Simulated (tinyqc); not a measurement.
Classical nucleation, growth and JMAK kinetics of crystallisation from a melt or glass: one step, computed by the program tinyqc. Command: `OMP_NUM_THREADS=1 python tinyqc.py 3016303 3016304 out.jsonl nucl walk`. One thread of a shared host (Intel(R) Xeon(R) Processor @ 2.30GHz), about 0.01 s of CPU time with the checks.

A spherical nucleus cap on a flat wall with a sharp interface of isotropic energy gamma; lambda = Omega^(1/3) is the jump distance.

Task: Steady nucleation rate. Driving force per volume: dG = H [(T_m - T)/T_m] [2 T/(T_m + T)]. Shape factor f = (2 + cos theta)(1 - cos theta)^2/4. W(r) = f [4 pi r^2 gamma - (4/3) pi r^3 dG]; r* = 2 gamma/dG; W* = f 16 pi gamma^3/(3 dG^2); n* = f (4/3) pi r*^3/Omega. D = D0 exp(-Q/(k_B T)); attachment rate k+ = (A*/lambda^2) D/lambda^2 with A* = 2 pi r*^2 (1 - cos theta); Zeldovich factor Z = sqrt(W*/(3 pi k_B T))/n*; sites per volume N = S_v/lambda^2; I = N Z k+ exp(-W*/(k_B T)); lag time = 1/(4 pi Z^2 k+).

Inputs (values chosen for the exercise, for a model substance):
```
quantity                        value        unit
melting point T_m                1410           K
heat of melting per volume H     3120      J/cm^3
interface energy gamma          0.371       J/m^2
atomic volume Omega              14.2  angstrom^3
temperature T                    1131           K
diffusion prefactor D0        6.2e-05       m^2/s
activation energy Q              2.13          eV
contact angle theta                40     degrees
wall area per volume S_v      4.9e+06         1/m
```

Nucleation: on a flat wall. Driving force: Thompson-Spaepen.

Constants: k_B = 8.617333262e-05 eV/K; k_B = 1.380649e-23 J/K.

Give: diffusivity D; attachment rate k+; Zeldovich factor Z; sites N; nucleation rate I; lag time.

Result:

diffusivity D = 2.0000e-14 m^2/s

attachment rate k+ = 1.5585e+07 1/s

Zeldovich factor Z = 0.031063

sites N = 8.3561e+25 1/m^3

nucleation rate I = 4.2157e+28 1/(m^3 s)

lag time = 5.2918e-06 s
